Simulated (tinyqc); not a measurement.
What moves the results: propagation of a band-gap error through k.p and effective-mass formulas. A value that a table varies takes the place of the one given here.

Chain, for a gap E (the reference Eg or another value), with Ep and Dso kept: 1/me = 1 + Ep (E + 2 Dso/3)/(E (E + Dso)); g* = 2 - 2 Ep Dso/(3 E (E + Dso)); g1(E) = g1 + (Ep/3)(1/E - 1/Eg), g2(E) = g2 + (Ep/6)(1/E - 1/Eg), light hole 1/(g1 + 2 g2), heavy hole 1/(g1 - 2 g2) along [100]; optical constant ei(E) = 1 + (ei - 1)(EP/(EP + E - Eg))^2, static e0(E) = ei(E) + e0 - ei.

Donor: R = Ry me/e0^2, a_B = a0 e0/me, Mott density (0.26/a_B)^3. Nc, Nv = 2 (m kT/(4 pi c))^(3/2), c = hbar^2/2m0, ni = sqrt(Nc Nv) exp(-E/2kT). Exciton: Ry mu/e0^2 with 1/mu = 1/me + g1(E). 1 angstrom^-3 = 1e24 cm^-3.

Constants: Ry = 13.60569312 eV; a0 (Bohr radius) = 0.5291772105 angstrom; kB = 8.617333262e-05 eV/K; hbar^2/2m0 = 3.80998211 eV angstrom^2.

Values chosen for the exercise (reference values near those of GaSb, gap at low temperature; the results hold for these values, not for the real material):

| symbol | value | unit | meaning |
|---|---|---|---|
| Eg | 0.827 | eV | gap at Gamma to the s-like level |
| Dso | 0.754 | eV | spin-orbit splitting |
| Ep | 27 | eV | Kane energy |
| g1 | 13.42 |  | Luttinger gamma1 |
| g2 | 4.68 |  | gamma2 |
| e0 | 15.44 |  | static dielectric constant |
| ei | 14.43 |  | optical dielectric constant |
| EP | 4.1 | eV | mean (Penn) gap |
| mh | 0.65 | m0 | density-of-states mass of the holes |
| T | 300 | K | temperature |
| Eg2 | 0.968 | eV | a wrong gap, of the size a hybrid functional can give |

## The size of the error

E = f Eg; ratios against f = 1.

Results:

| f | E (eV) | me ratio | light-hole ratio | e0 ratio | donor ratio | Mott ratio | g* | log10 ni ratio |
|---|---|---|---|---|---|---|---|---|
| 0.25 | 0.207 | 0.292 | 0.259 | 1.338 | 0.163 | 0.0104 | -66.326 | 4.81 |
| 0.40 | 0.331 | 0.447 | 0.411 | 1.256 | 0.283 | 0.0450 | -35.821 | 3.91 |
| 0.60 | 0.496 | 0.640 | 0.611 | 1.159 | 0.476 | 0.168 | -19.878 | 2.63 |
| 0.80 | 0.662 | 0.823 | 0.807 | 1.075 | 0.713 | 0.450 | -12.491 | 1.33 |
| 1.00 | 0.827 | 1.000 | 1.000 | 1.000 | 1.000 | 1.00 | -8.380 | 0.00 |
| 1.20 | 0.992 | 1.172 | 1.189 | 0.934 | 1.343 | 1.97 | -5.831 | -1.34 |
| 1.50 | 1.240 | 1.421 | 1.467 | 0.848 | 1.977 | 4.71 | -3.485 | -3.36 |
| 2.00 | 1.654 | 1.822 | 1.915 | 0.733 | 3.395 | 15.4 | -1.408 | -6.75 |

Between f = 0.8 and 1.2 the mean powers d ln(ratio)/d ln f are 0.87 for me, 0.96 for the light hole, -0.35 for e0, 1.56 for the donor energy and 3.65 for the Mott density; ni moves by -0.81 decades per 0.1 eV, against -0.1 eV/(2 kT ln 10) = -0.84 from the exponential alone, the rest coming from Nc through me^(3/4). Rows with E below about 8 kT bring ni near Nc, beyond Boltzmann statistics. g* keeps its sign, from -66.33 to -1.41.

## What each input does

All at E = Eg2. Each row changes one parameter from the base and keeps the others.

Results:

| case | me (m0) | light hole (m0) | e0 | donor (meV) | exciton (meV) | log10 ni |
|---|---|---|---|---|---|---|
| base | 0.0403 | 0.0510 | 14.56 | 2.585 | 1.750 | 10.082 |
| Eg2 = 1.045 eV | 0.0431 | 0.0548 | 14.12 | 2.939 | 1.986 | 9.457 |
| Dso = 0.814 eV | 0.0406 | 0.0510 | 14.56 | 2.603 | 1.759 | 10.085 |
| Ep = 24.84 eV | 0.0436 | 0.0503 | 14.56 | 2.800 | 1.840 | 10.108 |
| g1 = 12.346 | 0.0403 | 0.0540 | 14.56 | 2.585 | 1.803 | 10.082 |
| EP = 3.772 eV | 0.0403 | 0.0510 | 14.49 | 2.611 | 1.768 | 10.082 |
| ei = 13.276 | 0.0403 | 0.0510 | 14.64 | 2.558 | 1.732 | 10.082 |
| mh = 0.702 m0 | 0.0403 | 0.0510 | 14.56 | 2.585 | 1.750 | 10.107 |
| T = 324 K | 0.0403 | 0.0510 | 14.56 | 2.585 | 1.750 | 10.735 |

The largest shifts from the base row, up to three for each result and ties (the steps differ in size, so this ranks the rows, not the parameters). me (m0): Ep +0.0034, Eg2 +0.0028, Dso +0.0003; unchanged at the printed digits by g1, EP, ei, mh and T. light hole (m0): Eg2 +0.0038, g1 +0.0030, Ep -0.0007; unchanged at the printed digits by Dso, EP, ei, mh and T. e0: Eg2 -0.44, ei +0.08, EP -0.07; unchanged at the printed digits by Dso, Ep, g1, mh and T. donor (meV): Eg2 +0.354, Ep +0.215, ei -0.027; unchanged at the printed digits by g1, mh and T. exciton (meV): Eg2 +0.235, Ep +0.089, g1 +0.053; unchanged at the printed digits by mh and T. log10 ni: T +0.652, Eg2 -0.625, Ep +0.026; unchanged at the printed digits by g1, EP and ei.

tinyqc: `OMP_NUM_THREADS=1 python tinyqc.py 1851094 1851095 out.jsonl`; about 0.01 s, one thread, shared Intel(R) Xeon(R) Processor @ 2.30GHz.
